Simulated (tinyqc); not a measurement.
Size effects in the resistivity of thin metal films and interconnect lines: one step, computed by the program tinyqc.

Electrons lose their drift at surfaces (a share 1 - p of the hits) and at grain boundaries (reflection R), besides bulk scattering. The line sits in a trench with a non-conducting liner on both walls and the bottom; the spacing equals the drawn width.

Task: Metal cross-section. Metal width w_m = w - 2t, height h_m = (aspect ratio) w - t, grain size D = (ratio) w_m.

Inputs (values chosen for the exercise, modelled on copper):

| quantity | value | unit |
|---|---|---|
| drawn line width w | 110 | nm |
| grain size over metal width | 0.72 | - |
| aspect ratio (height over width) | 1.3 | - |
| liner thickness t | 0.7 | nm |

Geometry: line.

Give: metal width w_m; metal height h_m; grain size D; share of the trench filled by metal.

Result:

metal width w_m = 108.6 nm

metal height h_m = 142.3 nm

grain size D = 78.192 nm

share of the trench filled by metal = 98.24 %
